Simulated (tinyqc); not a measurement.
Pariser-Parr-Pople SCF with singles CI, for the molecule C=CC=CC=CC=C (SMILES; centres numbered as the heavy atoms are written), step by step. One step of it, computed by the program tinyqc.

Question. Iteration 3: orbitals and new P. Diagonalise F (the basis is taken as orthonormal) and form P = 2 sum c c over the lowest orbitals; 0.5 of the old P is kept.

F (eV), lower triangle:
```
           1C         2C         3C         4C         5C         6C         7C         8C
1C  -5.595000
2C  -4.755207  -5.595000
3C   0.000000  -3.609705  -5.595000
4C   0.514631   0.000000  -4.502382  -5.595000
5C   0.000000   0.122647   0.000000  -3.697210  -5.595000
6C  -0.228174   0.000000   0.479627   0.000000  -4.502382  -5.595000
7C   0.000000  -0.024917   0.000000   0.122647   0.000000  -3.609705  -5.595000
8C   0.133337   0.000000  -0.228174   0.000000   0.514631   0.000000  -4.755207  -5.595000
```

pi electrons, sum of z_r less the charge = 8

P after iteration 2, lower triangle:
```
           1C         2C         3C         4C         5C        6C        7C        8C
1C   1.000000
2C   0.884933   1.000000
3C   0.000000   0.456233   1.000000
4C  -0.357274   0.000000   0.790479   1.000000
5C   0.000000  -0.085130   0.000000   0.489060   1.000000
6C   0.234418   0.000000  -0.332973   0.000000   0.790479  1.000000
7C   0.000000   0.025595   0.000000  -0.085130   0.000000  0.456233  1.000000
8C  -0.181682   0.000000   0.234418   0.000000  -0.357274  0.000000  0.884933  1.000000
```

Give: orbital energies; P after iteration 3.

Answer.

orbital energies (eV): -12.994  -12.006  -10.418  -8.297  -2.893  -0.772  0.816  1.804

P after iteration 3, lower triangle:
```
        1C      2C      3C      4C      5C     6C     7C     8C
1C   1.000
2C   0.892   1.000
3C   0.000   0.444   1.000
4C  -0.354   0.000   0.801   1.000
5C   0.000  -0.079   0.000   0.476   1.000
6C   0.225   0.000  -0.332   0.000   0.801  1.000
7C   0.000   0.023   0.000  -0.079   0.000  0.444  1.000
8C  -0.167   0.000   0.225   0.000  -0.354  0.000  0.892  1.000
```
